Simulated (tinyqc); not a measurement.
Threshold of a short bulk MOSFET: charge sharing, barrier lowering, narrow width: one step of the calculation.

n-channel device on a p-type body, depletion approximation, full ionisation. Uniform doping N = Na. Vbi from Boltzmann statistics is rough for the degenerate source. Cox = eps0 eox/tox.

Question. Long-channel threshold and scales. ni = sqrt(Nc Nv) exp(-Eg/(2 Vt)), Eg in volts; 2 pB = 2 Vt ln(N/ni); flat band Vfb - Vt ln(N/Na); Wd = sqrt(2 eps0 eps_r (2 pB - Vbs)/(q N)); body term q N Wd/Cox; long-channel VT0 = flat band + 2 pB + body term; Vbi = Vt ln(N Nsd/ni^2); scale length l = sqrt((eps_r/eox) tox Wd).

Parameters, values chosen for the exercise; band and dielectric values close to those of silicon:
```
symbol,value,unit,meaning
T,300,K,temperature
Eg,1.13,eV,band gap
eps_r,11.8,,relative permittivity
Nc,2.79e19,cm^-3,conduction-band density of states at T
Nv,2.64e19,cm^-3,valence-band density of states at T
eox,9.24,,relative permittivity of the gate insulator (close to aluminium oxide)
tox,4,nm,insulator thickness
Na,1.6e17,cm^-3,channel doping
Nsd,1e20,cm^-3,source and drain doping
Vfb,-0.92,V,flat-band voltage for the doping Na
Vbs,0,V,body-source voltage
```

Constants: q = 1.602176634e-19 C, kB = 1.380649e-23 J/K, Vt = kB T/q, eps0 = 8.8541878128e-14 F/cm where lengths are in cm. Results are converted to the units shown.

Wanted: N; 2 pB; flat band; Wd; body term; VT0; Vbi; l.

Answer.

N = 1.6000e17 cm^-3
2 pB = 0.86457 V
flat band = -0.92000 V
Wd = 83.949 nm
body term = 0.10522 V
VT0 = 0.049791 V
Vbi = 1.0310 V
l = 20.708 nm

Computed by the program tinyqc: `OMP_NUM_THREADS=1 python tinyqc.py 2002043 2002044 out.jsonl`, one thread of a shared Intel Xeon 2.30GHz, about 0.01 s for the whole run.
